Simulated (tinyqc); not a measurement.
Inside a calculation. Model: MOSFET in the linear regime without short-channel effects, parameter extraction from computed curves.

Numbers from tinyqc (`OMP_NUM_THREADS=1 python tinyqc.py 2210167 2210168 out.jsonl`; about 0.01 s on one thread of a shared Intel Xeon 2.30GHz). Printed values are rounded.

Inversion charge Q = Cox n Vt W0(exp((Vg - VT)/(n Vt))), W0 the Lambert function and n = nf; u = Q/Cox; mobility mu = mu0/(1 + th1 u + th2 u^2); channel resistance Rch = (L - dL)/(W mu Q); Id = Vd/(Rch + Rsd/W). Cox = eps0 eox/tox. Small Vd, no channel-length or drain effects.

Parameters, values chosen for the exercise; channel values of the order met in silicon transistors:

| symbol | value | unit | meaning |
|---|---|---|---|
| T | 300 | K | temperature |
| eox | 3.9 |  | relative permittivity of the gate insulator (close to silicon dioxide) |
| tox | 1.3 | nm | insulator thickness |
| mu0 | 96 | cm^2/(V s) | low-field mobility |
| th1 | 0.14 | 1/V | first mobility attenuation factor |
| th2 | 0 | 1/V^2 | second mobility attenuation factor |
| VT | 0.29 | V | threshold voltage |
| nf | 1.29 |  | body factor |
| W | 1 | um | gate width |
| L | 0.046 | um | drawn gate length |
| dL | 0.014 | um | drawn less effective length |
| Rsd | 120 | ohm um | source plus drain resistance |
| Vd | 0.025 | V | drain voltage |

Constants: q = 1.602176634e-19 C, kB = 1.380649e-23 J/K, Vt = kB T/q, eps0 = 8.8541878128e-14 F/cm where lengths are in cm. Results are converted to the units shown.

## Transfer curve

```
point,Vg (V)
0,0.05
1,0.17
2,0.29
3,0.41
4,0.53
5,0.65
6,0.77
7,0.89
8,1.01
9,1.13
10,1.25
11,1.37
```

u, mu, Rch and Id as defined.

```
point,u (V),mu (cm^2/(V s)),Rch (ohm),Id (uA)
0,2.49640e-5,95.9997,5.02684e6,0.00497318
1,8.88767e-4,95.9881,1.41213e5,0.176887
2,0.0189137,95.7465,6652.43,3.69144
3,0.0877399,94.8351,1447.82,15.9457
4,0.183190,93.5995,702.594,30.3917
5,0.288091,92.2782,453.160,43.6179
6,0.397367,90.9408,333.372,55.1423
7,0.509103,89.6129,264.061,65.0939
8,0.622402,88.3054,219.191,73.7049
9,0.736776,87.0236,187.892,81.1974
10,0.851933,85.7701,164.869,87.7597
11,0.967684,84.5461,147.249,93.5457
```

## Threshold and mobility at the peak transconductance

gm_i = (Id_(i+1) - Id_(i-1))/(Vg_(i+1) - Vg_(i-1)); at the point j of largest gm the tangent meets the axis at V_ext = Vg_j - Id_j/gm_j; field-effect mobility gm_j L/(W Cox Vd) with the drawn L.

```
point,gm (uS)
1,15.3603
2,65.7035
3,111.251
4,115.301
5,103.128
6,89.4833
7,77.3441
8,67.0981
9,58.5617
10,51.4510
```

j = 4
V_ext = 0.266414 V
field-effect mobility = 79.8692 cm^2/(V s)

V_ext is 24 mV below the model VT, and the mobility so found is 42 % below mu0 L/(L - dL) = 138 cm^2/(V s), the value for the drawn L; attenuation, series resistance and the slow approach of Q to a straight line all lower the peak gm.

## The Y function

Y_i = Id_i/sqrt(gm_i). For Id = beta Vd x/(1 + th x), x = Vg - VT, Y = sqrt(beta Vd) x whatever th. Slope s from points 7 and 10; VT_Y = Vg - Y/s at point 10; beta = s^2/Vd; mobility beta L/(W Cox) with the drawn L; th* = (beta Vd x/Id - 1)/x at point 10.

```
point,Y (uA^0.5 V^0.5)
1,0.0451333
2,0.455408
3,1.51179
4,2.83034
5,4.29513
6,5.82927
7,7.40162
8,8.99790
9,10.6105
10,12.2348
```

s = 13.4256 uA^0.5 V^-0.5
VT_Y = 0.338695 V
beta = 7209.90 uA/V^2
mobility from Y = 124.858 cm^2/(V s)
th* = 0.956547 1/V

The mobility from Y is 9.5 % below mu0 L/(L - dL) = 138 cm^2/(V s), which it should reach in deep inversion when th2 = 0. th* compares with th1 + mu0 Cox Rsd/(L - dL) = 1.10 1/V, since series resistance enters like th1.
